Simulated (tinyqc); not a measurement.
MOSFET in saturation, small-signal circuit and noise: two steps of the calculation.

Bias by the inversion coefficient IC = I/Ispec (charge-based model with velocity saturation; weak inversion below 0.1, strong above 10). Common-source circuit: gm, gds, Cgs, Cgd and Cj at the inner nodes, Rg in series with the gate; quasi-static, no source or drain resistance, no gate-body capacitance, no substrate network, no induced gate noise, so fmax is an upper estimate.

Parameters, values chosen for the exercise:
```
symbol   value         unit                                   meaning
T          400            K                               temperature
L          350           nm                               gate length
W           10           um                          total gate width
Cox       2.07      uF/cm^2                          gate capacitance
mu         270   cm^2/(V s)                                  mobility
n         1.35                                           slope factor
Ls          10           nm                velocity-saturation length
IC         1.9                                  inversion coefficient
gw        0.14               short-channel excess of the noise factor
Nt      1.7e18  cm^-3 eV^-1                        oxide trap density
lt         0.1           nm          tunnelling length into the oxide
ac        1000        V s/C            Coulomb scattering coefficient
f          0.9          GHz                          signal frequency
```

Constants: q = 1.602176634e-19 C, kB = 1.380649e-23 J/K, Vt = kB T/q. Results are converted to the units shown.

Problem 1. Admittance matrix. Inner admittances at w = 2 pi f: y11 = i w (Cgs + Cgd), y12 = -i w Cgd, y21 = gm - i w Cgd, y22 = gds + i w (Cgd + Cd). Invert to Z, add Rg to Z11 and invert back to Y.

gm = 1.0582335 mS
gds = 0.013757036 mS
Cgs = 33.971671 fF
Cgd = 4.2 fF
Cd = 5.9 fF
Rg = 21.904762 ohm

Find: inner y; Y with Rg.

Solution 1.

inner y (mS):
```
              1             2
1  0.000+0.216i  0.000-0.024i
2  1.058-0.024i  0.014+0.057i
```

Y with Rg (mS):
```
              1             2
1  0.001+0.216i  0.000-0.024i
2  1.058-0.029i  0.014+0.058i
```

Problem 2. Noise at the gate. Channel noise Sid = 4 kB T gam n gm with gam = (1/2 + (2/3) qs)/(1 + qs) + gw lc IC, qs = [sqrt(1 + 4 IC) - 1]/2, lc = Ls/L (the last term an empirical rise with velocity saturation); at the gate, white noise Sw = Sid/gm^2 + 4 kB T Rg. Number fluctuation with correlated mobility: S(f) = K/f, K = q^2 Vt lt Nt/(W L Cox^2) (1 + ac mu Cox I/gm)^2, Vt in eV with Nt per eV. Corner fc = K/Sw. Full shot noise would be 2 q I.

I = 97.330553 uA
gm = 1.0582335 mS
Rg = 21.904762 ohm

Give: gam; Sid; Sid/(2 q I); sqrt(Sw); K; fc.

Solution 2.

gam = 0.58950
Sid = 1.8604e-23 A^2/Hz
Sid/(2 q I) = 0.59651
sqrt(Sw) = 4.1348 nV/Hz^0.5
K = 1.1087e-10 V^2
fc = 6.4852 MHz

The gate resistance gives 2.8 % of the white noise power.

Computed by the program tinyqc: `OMP_NUM_THREADS=1 python tinyqc.py 2150145 2150146 out.jsonl`, one thread of a shared Intel Xeon 2.30GHz, about 0.01 s for the whole run.
